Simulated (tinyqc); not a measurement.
Changing the electron density n: decay of LO phonons and the hot-phonon bottleneck in the cooling of electrons. Computed by tinyqc, a small Python program. Command: `OMP_NUM_THREADS=1 python tinyqc.py 3002757 3002758 out.jsonl hotphonon sweep`. One thread of a shared host (Intel(R) Xeon(R) Processor @ 2.30GHz), about 0.01 s of CPU time with the checks.

n(E, T) = 1/(exp(E/(k_B T)) - 1) is the Bose occupation. Electrons have a temperature T_e; the LO modes within their reach share one occupation N; the decay products stay at the lattice temperature.

Inputs (values chosen for the exercise, modelled on gallium nitride):

| quantity | value | unit |
|---|---|---|
| LO energy hbar omega | 91.4 | meV |
| lifetime at T = 0, tau_0 | 2.9 | ps |
| share f of the energy in the softer product | 0.26 | - |
| lattice temperature T | 300 | K |
| electron mass m* | 0.193 | m_0 |
| eps_inf | 5.2 | - |
| static dielectric constant eps_s | 9.39 | - |
| density of LO modes that the electrons reach, N_m | 3.5e+19 | 1/cm^3 |
| power supplied per electron P | 0.29 | nW |

Decay channel: two unequal phonons (Ridley).

Constants: k_B = 8.617333262e-05 eV/K; c = 299792458 m/s; e^2/(4 pi eps_0) = 14.39964548 eV angstrom; hbar^2/(2 m_0) = 3.80998212 eV angstrom^2; hbar = 6.582119569e-16 eV s; e = 1.602176634e-19 C.

Method:
- Decay rate 1/tau = (1/tau_0) [1 + n(f hbar omega) + n((1 - f) hbar omega)].
- Full width Gamma = 1/(2 pi c tau) in 1/cm, c in cm/s.
- Froehlich coupling alpha = (e^2/(4 pi eps_0)) (1/eps_inf - 1/eps_s) k_0/(2 hbar omega), k_0 = sqrt(m* hbar omega/(hbar^2/(2 m_0))); emission time tau_sp = hbar/(2 alpha hbar omega); bottleneck ratio r = (n/N_m) tau/tau_sp.
- Net emission per electron: [(N + 1) x - N]/tau_sp with x = exp(-hbar omega/(k_B T_e)), a simple two-level balance; steady state of the modes: n [(N + 1) x - N]/tau_sp = N_m (N - N_0)/tau; power per electron P = hbar omega [(N + 1) x - N]/tau_sp.
- With p = P tau_sp/(hbar omega): N = N_0 + r p and x = (p + N)/(N + 1); without hot phonons N = N_0. The mode temperature T_LO solves n(hbar omega, T_LO) = N.

One run for each value:

| electron density n (1/cm^3) | electron temperature T_e (K) | mode temperature T_LO (K) | T_e without hot phonons (K) | bottleneck ratio r |
|---|---|---|---|---|
| 1.00e+16 | 300.5 | 300.0 | 300.4 | 6.075e-02 |
| 3.00e+16 | 300.5 | 300.1 | 300.4 | 1.822e-01 |
| 1.00e+17 | 300.7 | 300.3 | 300.4 | 6.075e-01 |
| 3.00e+17 | 301.2 | 300.8 | 300.4 | 1.822e+00 |
| 1.00e+18 | 303.0 | 302.6 | 300.4 | 6.075e+00 |
| 3.00e+18 | 308.0 | 307.6 | 300.4 | 1.822e+01 |
| 1.00e+19 | 324.6 | 324.2 | 300.4 | 6.075e+01 |
| 3.00e+19 | 366.2 | 365.8 | 300.4 | 1.822e+02 |
| 1.00e+20 | 481.7 | 481.5 | 300.4 | 6.075e+02 |

Describe and explain the trends.

Over the rows, electron temperature T_e (K) rises from 300 to 482 (exponent d ln y / d ln x 1.6e-4 between the first rows and 0.23 between the last); mode temperature T_LO (K) rises from 300 to 481 (exponent d ln y / d ln x 1.6e-4 between the first rows and 0.23 between the last); T_e without hot phonons (K) does not change. The exponent of T_e without hot phonons stays at 0: without hot phonons each electron cools on its own. The exponent of bottleneck ratio r stays at 1: r is proportional to n. Hot phonons add under 5 % to T_e up to n = 3e18 per cm^3 among these rows (r = 18); at high n T_LO closes in on T_e.

Caution (rows 1.00e19, 3.00e19, 1.00e20): the electrons are degenerate; Pauli blocking and the Fermi energy, left out here, matter.
